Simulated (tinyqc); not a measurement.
# Worked calculation: pillar capacitor in an array: capacitance, non-linearity, leakage and relaxation

tinyqc, about 0.01 s, one thread, Intel Xeon 2.30GHz (shared host): `OMP_NUM_THREADS=1 python tinyqc.py 2102156 2102157 out.jsonl` Printed values are rounded.

A film between two metal electrodes, each interface adding a series capacitance ci. The small-signal permittivity is ek (1 + aq E^2); the field is found with the linear permittivity. Leakage J = J0 sinh(E/Ef). After a voltage step the film passes a relaxation current kr C V tt^(-nr), tt being the time in seconds. The sidewall is a coaxial capacitor with radii a = dm/2 and b = dm/2 + t, depth AR dm; the end face is left out.

Parameters, values chosen for the exercise; permittivity of the order of that of tantalum oxide:
- ek = 25.7 (relative permittivity of the film)
- t = 9.8 nm (film thickness)
- ci = 49 uF/cm^2 (capacitance of each electrode interface (dead layer and screening))
- aq = 0.0091 cm^2/MV^2 (quadratic field coefficient of the permittivity)
- V = 1.3 V (bias)
- J0 = 2.2e-11 A/cm^2 (leakage prefactor)
- Ef = 0.48 MV/cm (field for an e-fold rise of the leakage)
- dm = 46 nm (diameter of the pillar)
- AR = 70 (aspect ratio, depth over diameter)
- pt = 98 nm (pitch of the square array)
- rho = 210 uohm cm (resistivity of the inner electrode)

Constants: eps0 = 8.8541878128e-14 F/cm where lengths are in cm. Results are converted to the units shown.

## Planar capacitance, field and non-linearity

Planar film: Cf = eps0 ek/t, 1/C = 1/Cf + 2/ci, EOT = 3.9 eps0/C, effective permittivity C t/eps0, E = (V/t) C/Cf; quadratic coefficient [C(V)/C - 1]/V^2 with Cf (1 + aq E^2) in C(V).

Cf = 2.321966 uF/cm^2
C = 2.120954 uF/cm^2
EOT = 1.628104 nm
effective permittivity = 23.47516
E = 1.211693 MV/cm
quadratic coefficient = 7212.962 ppm/V^2
J = 1.364309e-10 A/cm^2

The interfaces take 8.66 % of the voltage.

## Cell capacitance, fields and time constant

Per length 1/c = ln(b/a)/(2 pi eps0 ek) + (1/a + 1/b)/(2 pi ci); cell capacitance c AR dm; per footprint over pt^2; fields c V/(2 pi eps0 ek r) at r = a and b; resistance of the inner electrode rho AR dm/(pi a^2); time constant R C/3 of the distributed line.

a = 23 nm
b = 32.8 nm
cell capacitance = 11.82637 fF
capacitance per footprint = 123.1400 uF/cm^2
field at a = 1.451942 MV/cm
field at b = 1.018130 MV/cm
R = 4.068831 kohm
R C/3 = 16.03983 ps

The array gives 58.1 times the planar capacitance per footprint; curvature makes the field at the inner electrode 1.20 times the planar value.
